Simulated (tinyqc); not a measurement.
# Long-channel MOSFET, surface-potential model: effects of single changes

n-channel transistor on a uniformly doped p-type body, gradual-channel approximation, constant mobility, Boltzmann statistics, full ionisation. Potentials are counted from the neutral body; V is the electron quasi-Fermi potential, Vsb at the source and Vsb + Vds at the drain. Charges are magnitudes per area.

Values chosen for this exercise; material values those of a made-up semiconductor: temperature T = 300 K; band gap Eg = 1.68 eV; relative permittivity of the semiconductor eps_r = 11.6; conduction-band density of states at T Nc = 3.65e17 cm^-3; valence-band density of states at T Nv = 8.69e18 cm^-3; acceptor density of the body Na = 2e16 cm^-3; relative permittivity of the gate insulator eox = 20.9; insulator thickness tox = 15 nm; flat-band voltage Vfb = -1.41 V; channel mobility mu = 220 cm^2/(V s); gate width W = 10 um; gate length L = 0.5 um; source-body reverse bias Vsb = 1 V; gate-source voltage Vgs = 0.06 V; drain-source voltage Vds = 0.1 V.

Constants: q = 1.602176634e-19 C, kB = 1.380649e-23 J/K, Vt = kB T/q, eps0 = 8.8541878128e-14 F/cm where lengths are in cm. Results are converted to the units shown.

Each table varies one quantity; the others keep the values above.

## Transfer curve from weak to strong inversion

ni = sqrt(Nc Nv) exp(-Eg/(2 Vt)), Eg in volts; phiF = Vt ln(Na/ni); Cox = eps0 eox/tox; gamma = sqrt(2 q eps0 eps_r Na)/Cox. The surface potential psi at channel potential V solves Vgs + Vsb - Vfb - psi = gamma sqrt(G), G = psi - Vt + Vt exp((psi - 2 phiF - V)/Vt). Charge sheet: Qi = Cox gamma [sqrt(G) - sqrt(psi - Vt)]; I = mu (W/L) [integral of Qi dpsi from psi_0 to psi_L (drift) + Vt (Qi0 - QiL) (diffusion)], with psi_0 at V = Vsb and psi_L at V = Vsb + Vds. Pao-Sah: Qi(V) = (Cox gamma/2) integral from 3 Vt to psi of exp((u - 2 phiF - V)/Vt)/sqrt(G(u, V)) du, and I = mu (W/L) integral of Qi dV from Vsb to Vsb + Vds. Square law: VT = Vfb + 2 phiF + gamma sqrt(2 phiF + Vsb), m = 1 + gamma/(2 sqrt(2 phiF + Vsb)), I = mu Cox (W/L) [(Vgs - VT) v - m v^2/2] with v the smaller of Vds and (Vgs - VT)/m, and zero below VT. gm = dI/dVgs of the charge-sheet current.

Transfer curve from weak to strong inversion:
```
Vgs (V),"I, charge sheet (uA)","I, Pao-Sah (uA)",drift share (%),gm/I (1/V),"I, square law (uA)"
-0.06,3.989e-5,4.012e-5,5.608e-4,37.63,0
0.12,0.03480,0.03501,0.4851,37.45,0
0.29,7.797,8.192,41.88,20.62,53.29
0.47,62.99,67.12,82.46,6.312,151.0
0.64,136.5,143.5,90.91,3.350,243.3
0.82,221.5,230.4,94.14,2.186,341.0
0.99,305.1,315.1,95.65,1.633,433.3
1.17,395.6,406.5,96.59,1.282,531.0
1.34,482.4,493.9,97.18,1.064,623.2
```

The charge-sheet current rises from 3.99e-5 to 482 uA. In the first row gm/I is 37.6 1/V, a swing of 61.2 mV a decade, against Vt ln 10 = 59.5 mV a decade for an ideal gate; in the last it is 1.06 1/V. Drift passes half of the current at Vgs = 0.47 V among the rows listed (VT = 0.141 V). The charge sheet departs most from Pao-Sah at Vgs = 0.47 V, where it is 6.2 % below it. In the last row the square law is 26 % above Pao-Sah. For Vgs = 0.29 to 1.34 V the surface electron density at the source passes 0.3 Nc, where degeneracy and quantisation, left out here, matter.

## Effect of the insulator thickness

VT = Vfb + 2 phiF + gamma sqrt(2 phiF + Vsb), m = 1 + gamma/(2 sqrt(2 phiF + Vsb)). The swing is 20 mV/log10[I(VT - 0.14 V)/I(VT - 0.16 V)] of the charge-sheet current at the given Vds.

Effect of the insulator thickness:
```
tox (nm),gamma (V^0.5),VT (V),m,swing (mV/decade),"I at Vgs, Vds (uA)"
5,0.02192,0.07219,1.007,60.30,0.04725
6.7,0.02937,0.08385,1.009,60.45,0.03043
9.1,0.03990,0.1003,1.013,60.66,0.01640
12,0.05261,0.1202,1.017,60.91,0.007814
17,0.07453,0.1545,1.024,61.35,0.002206
22,0.09645,0.1888,1.031,61.78,6.336e-4
30,0.1315,0.2437,1.042,62.48,8.931e-5
```

What does the comparison show?

As tox goes from 5 to 30 nm, VT rises from 0.0722 to 0.244 V, the swing rises from 60.3 to 62.5 mV a decade and the current falls from 0.0473 to 8.93e-5 uA. The swing is 0.60 % above m Vt ln 10 in the first row and 0.73 % above it in the last. The gate voltage is below VT in 7 of the 7 rows.

## Transfer curve from weak to strong inversion

Same model as above.

Transfer curve from weak to strong inversion:
```
Vgs (V),"I, charge sheet (uA)","I, Pao-Sah (uA)",drift share (%),gm/I (1/V),"I, square law (uA)"
-0.06,3.989e-5,4.012e-5,5.608e-4,37.63,0
0.12,0.03480,0.03501,0.4851,37.45,0
0.29,7.797,8.192,41.88,20.62,53.29
0.47,62.99,67.12,82.46,6.312,151.0
0.64,136.5,143.5,90.91,3.350,243.3
0.82,221.5,230.4,94.14,2.186,341.0
0.99,305.1,315.1,95.65,1.633,433.3
1.17,395.6,406.5,96.59,1.282,531.0
1.34,482.4,493.9,97.18,1.064,623.2
```

The charge-sheet current rises from 3.99e-5 to 482 uA. In the first row gm/I is 37.6 1/V, a swing of 61.2 mV a decade, against Vt ln 10 = 59.5 mV a decade for an ideal gate; in the last it is 1.06 1/V. Drift passes half of the current at Vgs = 0.47 V among the rows listed (VT = 0.141 V). The charge sheet departs most from Pao-Sah at Vgs = 0.47 V, where it is 6.2 % below it. In the last row the square law is 26 % above Pao-Sah. For Vgs = 0.29 to 1.34 V the surface electron density at the source passes 0.3 Nc, where degeneracy and quantisation, left out here, matter.

Program tinyqc, `OMP_NUM_THREADS=1 python tinyqc.py 2360160 2360161 out.jsonl`; Intel Xeon 2.30GHz, shared host, one thread, about 0.09 s.
